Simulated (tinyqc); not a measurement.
# CMOS latch-up, two-transistor model: effects of single changes

A parasitic pnp (emitter at Vdd, base shunted by Rw) and npn (emitter at ground, base shunted by Rs) feed each other: the npn collector current flows out of the pnp base node, the pnp collector current into the npn base node. Forward-active transistors with constant gains: Icn = Isn exp(Vn/Vt), Icp = Isp (exp(Vp/Vt) - 1). A current Ii is injected into the npn base node.

Parameters, values chosen for the exercise; values close to those of bulk CMOS:
- T = 350 K (temperature)
- bn = 18.6 (current gain of the npn)
- bp = 2 (current gain of the pnp)
- Isn = 5.6e-13 A (saturation current of the npn at T)
- Isp = 7.7e-12 A (saturation current of the pnp at T)
- Rs = 1500 ohm (substrate resistance shunting the npn)
- Rw = 240 ohm (well resistance shunting the pnp)
- R2 = 75 ohm (resistance from the pnp collector to the npn base)
- Von = 0.73 V (base-emitter voltage in the on state)
- Vsat = 0.18 V (saturation voltage)
- Vdd = 0.9 V (supply voltage)

Constants: q = 1.602176634e-19 C, kB = 1.380649e-23 J/K, Vt = kB T/q. Results are converted to the units shown.

Each table varies one quantity; the others keep the values above.

## Effect of the substrate resistance shunting the npn

Node equations: Vp/Rw + Icp/bp = Icn and Vn/Rs + Icn/bn = Icp + Ii. Loop gain G = gn gp/[(1/Rw + gp/bp)(1/Rs + gn/bn)], gn = Icn/Vt, gp = (Icp + Isp)/Vt; the off state ends where G = 1, and Ii there is the trigger current. On state with both base-emitter voltages at Von: npn base current Ib = (Von/Rs + bp Von/Rw)/(bn bp - 1), holding current Ih = (bn + 1) Ib + Von/Rs, holding voltage Vh = Vsat + Von + R2 (Ib + Von/Rs).

Results:

| Rs (ohm) | Vn at trigger (V) | trigger current (mA) | Ih (mA) | Vh (V) |
|---|---|---|---|---|
| 150 | 0.6615 | 4.489 | 10.80 | 1.298 |
| 560 | 0.6600 | 1.264 | 5.303 | 1.023 |
| 1100 | 0.6596 | 0.6852 | 4.317 | 0.9738 |
| 2100 | 0.6593 | 0.3998 | 3.830 | 0.9494 |
| 4000 | 0.6592 | 0.2507 | 3.575 | 0.9367 |
| 7800 | 0.6591 | 0.1704 | 3.438 | 0.9298 |
| 15000 | 0.6590 | 0.1298 | 3.369 | 0.9264 |

Estimate the missing row, Rs = 290 ohm.

Computed row:

| Rs (ohm) | Vn at trigger (V) | trigger current (mA) | Ih (mA) | Vh (V) |
|---|---|---|---|---|
| 290 | 0.6607 | 2.362 | 7.174 | 1.117 |

With this row back in the table: As Rs goes from 150 to 15000 ohm, the trigger current falls from 4.49 to 0.130 mA, Ih falls from 10.8 to 3.37 mA and Vh falls from 1.30 to 0.926 V. Vh exceeds the supply Vdd = 0.9 V, which then cannot sustain a latched state, in 8 of the 8 rows.

## Effect of the current gain of the pnp

Same model as above.

Results:

| bp | Vn at trigger (V) | trigger current (mA) | Ih (mA) | Vh (V) |
|---|---|---|---|---|
| 0.068 | 0.6758 | 0.5443 | 51.82 | 1.143 |
| 0.3 | 0.6604 | 0.5271 | 6.474 | 0.9694 |
| 0.62 | 0.6598 | 0.5260 | 4.902 | 0.9634 |
| 1.3 | 0.6595 | 0.5255 | 4.242 | 0.9609 |
| 2.7 | 0.6594 | 0.5253 | 3.951 | 0.9598 |
| 5.7 | 0.6593 | 0.5252 | 3.813 | 0.9592 |
| 12 | 0.6593 | 0.5251 | 3.749 | 0.9590 |

Estimate the missing row, bp = 0.14.

Computed row:

| bp | Vn at trigger (V) | trigger current (mA) | Ih (mA) | Vh (V) |
|---|---|---|---|---|
| 0.14 | 0.6623 | 0.5301 | 11.64 | 0.9892 |

With this row back in the table: As bp goes from 0.068 to 12, the trigger current falls from 0.544 to 0.525 mA, Ih falls from 51.8 to 3.75 mA and Vh falls from 1.14 to 0.959 V. Vh exceeds the supply Vdd = 0.9 V, which then cannot sustain a latched state, in 8 of the 8 rows. For bp = 0.032 the product of the gains is about one or less, so there is no latched state. For bp = 0.068 the holding current passes 50 mA, where high injection lowers the gains.

Computed by the program tinyqc: `OMP_NUM_THREADS=1 python tinyqc.py 2670119 2670120 out.jsonl`, one thread of a shared Intel Xeon 2.30GHz, about 0.07 s for the whole run.
